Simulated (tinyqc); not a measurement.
# Floating body of a partially depleted SOI transistor: body voltage and kink: two studies

Source at 0 V. Channel current Ic = 2 nf K Vt^2 [F(0) - F(Vd)](1 + la Vd), F(V) = ln^2(1 + exp((Vg - VT - nf V)/(2 nf Vt))), VT = VT0 - gb Vb. Saturation voltage Vs = 2 Vt sqrt(F(0)) + 3 Vt, excess Ve = (Vd - Vs + sqrt((Vd - Vs)^2 + 0.0004 V^2))/2, multiplication M1 = Ai Ve exp(-Bl/Ve). Each junction passes D(v) = J1 (exp(v/Vt) - 1) + J2 (exp(v/(2 Vt)) - 1). Bipolar current Ib = bb J1 (exp(Vb/Vt) - 1). The body settles where M1 (Ic + Ib) = D(Vb) + D(Vb - Vd) + Vb/Rb; drain current Id = (1 + M1)(Ic + Ib) - D(Vb - Vd).

Inputs (values chosen for the exercise); values of the order met in partially depleted silicon-on-insulator transistors: temperature T = 300 K; threshold at zero body voltage VT0 = 0.48 V; fall of the threshold per volt of body voltage gb = 0.26; slope factor nf = 1.25; gain factor per width K = 410 uA/(V^2 um); channel-length modulation factor la = 0.07 1/V; impact-ionisation prefactor Ai = 3.42 1/V; impact-ionisation voltage Bl = 5.7 V; diffusion saturation current of each junction J1 = 1.7e-13 uA/um; recombination saturation current of each junction J2 = 1.1e-8 uA/um; gain of the lateral bipolar transistor on the diffusion current bb = 1; resistance of a weak body tie to the source (1e9 stands for no tie, and the term is then dropped) Rb = 30000 kohm um; gate voltage Vg = 0.46 V; drain voltage Vd = 1.7 V.

Constants: q = 1.602176634e-19 C, kB = 1.380649e-23 J/K, Vt = kB T/q. Results are converted to the units shown.

Each table varies one quantity; the others keep the values above.

## Output curve and kink

Rows with more than one solution for Vb (latch) are left out; dId/dVd by a forward difference over 1e-4 V, swing = 1e-4 V over the change of log10 Id; M1 under 1e-12 is printed as 0.

Result of one run:
```
Vd (V)	Vb (V)	M1	Id, floating (uA/um)	Id, grounded (uA/um)	ratio	dId/dVd, floating (uS/um)	dId/dVd, grounded (uS/um)
2	0.7781	0.2439	10.54	0.3121	33.78	15.81	0.1791
```

What becomes of these results when the drain voltage Vd is changed from 2 to 1.2 V, all else the same?

Result of the changed run:
```
Vd (V)	Vb (V)	M1	Id, floating (uA/um)	Id, grounded (uA/um)	ratio	dId/dVd, floating (uS/um)	dId/dVd, grounded (uS/um)
1.2	0.6633	0.01113	4.528	0.2295	19.73	5.867	0.04092
```

The whole series:
```
Vd (V)	Vb (V)	M1	Id, floating (uA/um)	Id, grounded (uA/um)	ratio	dId/dVd, floating (uS/um)	dId/dVd, grounded (uS/um)
0.6	1.077e-4	1.655e-5	0.2163	0.2162	1.001	0.01828	0.01461
0.8	0.004329	6.412e-4	0.2252	0.2192	1.027	0.09889	0.01641
1	0.04378	0.005037	0.2912	0.2232	1.305	0.8560	0.02414
1.2	0.6633	0.01113	4.528	0.2295	19.73	5.867	0.04092
1.4	0.7099	0.03334	5.491	0.2401	22.87	4.665	0.06677
1.6	0.7378	0.07631	6.550	0.2567	25.52	6.188	0.09988
1.8	0.7595	0.1454	8.082	0.2804	28.82	9.489	0.1380
2	0.7781	0.2439	10.54	0.3121	33.78	15.81	0.1791
2.2	0.7957	0.3733	14.86	0.3522	42.19	29.17	0.2217
```

Vb rises from 1.08e-4 to 0.796 V and the ratio of the currents rises from 1.00 to 42.2. The output conductance with a floating body exceeds the grounded value by the largest factor among the rows, 143, at Vd = 1.2 V, where Vb = 0.663 V and M1 = 0.0111.

## Transfer curve and swing

Same model as above.

Transfer curve and swing:
```
Vg (V)	Vb (V)	M1	Id, floating (uA/um)	Id, grounded (uA/um)	ratio	swing, floating (mV/decade)	swing, grounded (mV/decade)
0.03	3.734e-6	0.1654	8.106e-7	8.106e-7	1.000	75.46	75.47
0.13	7.522e-5	0.1653	1.761e-5	1.760e-5	1.001	74.58	74.62
0.23	0.001644	0.1649	3.870e-4	3.819e-4	1.013	74.22	75.20
0.43	0.7416	0.1158	5.125	0.1276	40.17	184.7	89.76
0.53	0.7614	0.08865	13.57	1.161	11.69	301.1	126.8
0.63	0.7710	0.06562	25.68	4.978	5.159	429.1	201.5
0.73	0.7751	0.04700	41.05	12.61	3.254	558.4	304.2
0.83	0.7754	0.03241	59.52	24.00	2.480	684.8	419.3
```

What does the table show?

Vb rises from 3.73e-6 to 0.775 V. The smallest swing among the rows is 74.2 mV a decade with a floating body (at Vg = 0.23 V) and 74.6 with a grounded one; Vt ln 10 = 59.5. In the first row the floating body raises the current by a factor of 1.00.

Range of the model: The multiplication law is an empirical form chosen for the exercise; self-heating and capacitive coupling to the body are left out, and the linear laws are rough once Vb passes about 0.7 V or M1 about 0.1.

Program tinyqc, `OMP_NUM_THREADS=1 python tinyqc.py 2182118 2182119 out.jsonl`; Intel Xeon 2.30GHz, shared host, one thread, about 0.2 s.
